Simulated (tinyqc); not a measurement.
Long runs: velocity against field: Monte Carlo simulation of one carrier in a uniform electric field. Computed by tinyqc, a small Python program. Command: `OMP_NUM_THREADS=1 python tinyqc.py 3015737 3015738 out.jsonl mcfl walk`. One thread of a shared host (Intel(R) Xeon(R) Processor @ 2.30GHz), about 1 s of CPU time with the checks.

The force e F acts along +z. Flights end at the constant total rate Gamma; the part of Gamma that the real rates do not fill is self-scattering, which leaves k unchanged. One valley, no impurities; equivalent final valleys enter only through Z_f in the optical rate.

Inputs (values chosen for the exercise, modelled on holes in germanium):

| quantity | value | unit |
|---|---|---|
| effective mass m | 0.303 | m_0 |
| density rho | 5323 | kg/m^3 |
| sound velocity v_l | 5390 | m/s |
| acoustic deformation potential D_A | 5 | eV |
| phonon energy hbar w | 36.5 | meV |
| optical or intervalley deformation potential D_o | 8.8 | 1e8 eV/cm |
| final valleys Z_f | 1 | - |
| lattice temperature T | 77 | K |
| electric field F | 6.3 | kV/cm |
| energy E_max up to which Gamma must cover the rates | 1 | eV |
| seed of the random numbers | 79177 | - |

Crystal: non-polar. Band: parabolic.

Constants: k_B = 1.380649e-23 J/K; e = 1.602176634e-19 C; hbar = 1.054571817e-34 J s; m_0 = 9.1093837015e-31 kg; hbar = 6.582119569e-16 eV s; k_B = 8.617333262e-05 eV/K.

Method:
- Parabolic band: E = hbar^2 k^2/(2 m), speed v = hbar k/m, states per spin, volume and energy g(E) = m k/(2 pi^2 hbar^2). Masses are multiplied by m_0 and all formulas are in SI units.
- Phonon occupation N_q = 1/(exp(hbar w/(k_B T)) - 1).
- Acoustic deformation potential (elastic, equipartition, absorption and emission together): 1/tau = 2 pi k_B T D_A^2 g(E)/(hbar rho v_l^2).
- Optical or intervalley deformation potential: 1/tau = (pi Z_f D_o^2/(rho w)) [N_q g(E + hbar w) + (N_q + 1) g(E - hbar w)], with g = 0 below the band edge.
- Gamma is 1.05 times the largest total rate on the grid E = (j + 1/2) E_max/400, j = 0..399.
- On the grid E_j = (j + 1/2) hbar w/12 up to 20 k_B T + 2 hbar w, solve (sum of rates) l(E) = v(E); mu_0 = e sum g v l exp(-E/k_B T)/(3 k_B T sum g exp(-E/k_B T)).
- Flight: t = -ln(r1)/Gamma; k_z grows by e F t/hbar; E follows from the band; dz = (E_end - E_start)/(e F).
- Choice: with cumulative rates in the order acoustic, absorption, emission, the process is the first whose sum exceeds r2 Gamma; if none, self-scattering.
- Final state: E' = E, E + hbar w or E - hbar w gives k'. Isotropic processes: cos(theta) = 1 - 2 r3 from the z axis, phi = 2 pi r4, k' (sin theta cos phi, sin theta sin phi, cos theta).
- Each row: 250 carriers from a thermal start, 1600 flights each, the first half discarded, random numbers not printed; the error is the standard error over ten groups; the mean energy is taken at the ends of flights, which sample time evenly. Fields at which more than 0.02 % of the events exceed Gamma are left out.

Gamma = 8.76924 1e12/s

low-field mobility mu_0 = 51870.8 cm^2/(V s)

Monte Carlo results:

| F (kV/cm) | drift velocity (1e5 m/s) | error (1e5 m/s) | mu_0 F (1e5 m/s) | mean energy (meV) | real events (%) |
|---|---|---|---|---|---|
| 1.6 | 0.922 | 0.0065 | 8.299 | 35.8 | 6.68 |
| 3.1 | 1.060 | 0.0056 | 16.080 | 59.7 | 12.80 |
| 6.3 | 1.170 | 0.0049 | 32.679 | 141.0 | 27.00 |

What follows from these numbers?

At the lowest field the drift velocity is 0.11 +/- 0.00 of the ohmic value mu_0 F, at the highest 0.04 +/- 0.00. The mean energy goes from 36 to 141 meV against the parabolic-band thermal value 3 k_B T/2 = 10 meV: the carriers heat, more of them reach the emission threshold, where they lose momentum, and the curve bends below the ohmic line. Only 7 to 27 % of the events are real; the rest is the price of a constant Gamma. Where hbar w is several k_B T, energy relaxes slowly and the low-field energies may still be drifting.

Extremes, crossings and ranges named in words are read from the listed rows.
